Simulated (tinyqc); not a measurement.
Two-band k.p model of the Delta valleys near the X point under shear strain, step by step. Values are carried at full precision from step to step, so a last printed digit may differ when a step is redone from the rounded ones.

Constants: hbar^2/2m0 = 3.80998211 eV angstrom^2.

Values chosen for the exercise (near those of Si; the results hold for these values, not for the real material):
- a = 5.429 angstrom (lattice constant)
- ml = 0.896 m0 (longitudinal mass)
- mt = 0.194 m0 (transverse mass)
- kx0 = 0.151 2 pi/a (distance of the minimum from X)
- D = 13.9 eV (shear deformation potential)
- Mp = 0.232 m0 (coupling mass)
- exy = 0.0016 (shear strain)
- k = (-0.037, 0.072, 0.242) 1/angstrom (wave vector from X)

## Scales

k0 = kx0 2 pi/a; Delta = 2 c k0^2/ml with c = hbar^2/2m0, half the splitting of the two bands at k0; eta = D exy/Delta measures the shear coupling against it.

k0 = 0.17476 1/angstrom
Delta = 0.25973 eV
eta = 0.0856
splitting of the two bands at X, 2 |D exy| = 0.0445 eV

## The Hamiltonian at one k

Valley pair on the [001] axis, kz counted from the X point, c = hbar^2/2m0, k0 = kx0 2 pi/a. H = (c kz^2/ml + c (kx^2 + ky^2)/mt + c k0^2/ml) 1 + (2 c k0 kz/ml) sigma_z + (D exy - 2 c kx ky/Mp) sigma_x, so E = c kz^2/ml + c (kx^2 + ky^2)/mt + c k0^2/ml -/+ sqrt((2 c k0 kz/ml)^2 + (D exy - 2 c kx ky/Mp)^2). Without strain the lower band has its minima, E = 0, at kz = +/- k0. Shifts from diagonal strain are left out.

Fill in the 2 x 2 matrix (sigma_z diagonal) and give its levels.

H(k) (eV):
```
        1       2
1  0.8672  0.1097
2  0.1097  0.1479
```

levels (eV): 0.1316  0.8836

## Position, depth and masses of the minimum

For |eta| < 1: k_min = k0 sqrt(1 - eta^2), E_min = -Delta eta^2/2, ml(eta) = ml/(1 - eta^2), 1/m[110] = 1/mt + eta/Mp, 1/m[1-10] = 1/mt - eta/Mp. For |eta| > 1 the minimum sits at X: E_min = -Delta (2 |eta| - 1)/2, ml(eta) = ml/(1 - 1/|eta|), and eta is replaced by its sign in the transverse masses.

k_min = 0.1741 1/angstrom
E_min = -0.95 meV
ml(eta) = 0.903 m0

masses along [110] and [1-10] (m0): 0.1810  0.2090

The minimum has moved 0.4 % of the way to X; electrons are lighter along [110] (-6.7 % against mt) and heavier across (+7.7 %).

## The two bands along kz

kx = ky = 0, kz from 0 to 1.6 k0 in steps of 0.2 k0, with and without the strain.

Levels (eV):

| kz/k0 | kz (1/angstrom) | lower | upper | lower, no strain | upper, no strain |
|---|---|---|---|---|---|
| 0.0 | 0.0000 | 0.1076 | 0.1521 | 0.1299 | 0.1299 |
| 0.2 | 0.0350 | 0.0786 | 0.1916 | 0.0831 | 0.1870 |
| 0.4 | 0.0699 | 0.0444 | 0.2569 | 0.0468 | 0.2545 |
| 0.6 | 0.1049 | 0.0192 | 0.3340 | 0.0208 | 0.3325 |
| 0.8 | 0.1398 | 0.0040 | 0.4219 | 0.0052 | 0.4208 |
| 1.0 | 0.1748 | -0.0010 | 0.5204 | 0.0000 | 0.5195 |
| 1.2 | 0.2097 | 0.0044 | 0.6293 | 0.0052 | 0.6285 |
| 1.4 | 0.2447 | 0.0201 | 0.7487 | 0.0208 | 0.7480 |
| 1.6 | 0.2796 | 0.0462 | 0.8785 | 0.0468 | 0.8779 |

## Checks

- Depth of the minimum by numerical search against the closed form (eV): both -0.000952.
- Mass along [110] by finite differences against the closed form: both 0.1810.

Computed by tinyqc, a small Python program: `OMP_NUM_THREADS=1 python tinyqc.py 1050358 1050359 out.jsonl` (the numbers bound the seed that draws the inputs); one thread of a shared host (Intel(R) Xeon(R) Processor @ 2.30GHz), about 0.01 s for the whole set of steps.
